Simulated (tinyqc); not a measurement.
Harmonic transition-state theory with quantum, tunnelling and friction corrections: one step, computed by the program tinyqc.

One atom hops between equivalent sites; three modes at the minimum and two real modes at the saddle are treated as harmonic, the rest of the crystal as unchanged; melting is ignored, so hot rows may lie above the melting point.

Problem. Quantum harmonic rate. Vineyard: nu* = product of minimum frequencies / product of real saddle frequencies; k_cl = nu* exp(-E_b/(k_B T)). Quantum harmonic: k_q = (k_B T/h) [prod 2 sinh(x_i/2) (minimum) / prod 2 sinh(x_j/2) (saddle)] exp(-E_b/(k_B T)), x = h nu/(k_B T). Zero-point correction to the barrier = (h/2)(sum of saddle frequencies - sum of minimum frequencies).

Inputs (values chosen for the exercise, modelled on interstitial lithium in silicon): barrier E_b = 0.658 eV; temperature T = 539 K.

Lattice of sites: three-dimensional.

frequencies at the minimum (THz): 9.71  15.7  16.9

real frequencies at the saddle (THz): 13.1  15.8

Constants: h x 1 THz = 4.135667696 meV; k_B = 8.617333262e-05 eV/K.

Give: x at the minimum; x at the saddle; zero-point correction; quantum harmonic rate k_q; ratio k_q/k_cl.

Solution.

x at the minimum: 0.8646  1.3979  1.5048

x at the saddle: 1.1664  1.4068

zero-point correction = -27.730 meV

quantum harmonic rate k_q = 9.3650e+06 1/s

ratio k_q/k_cl = 1.0688

To second order in x the ratio is 1 + (sum x_i^2 - sum x_j^2)/24 = 1.0678.
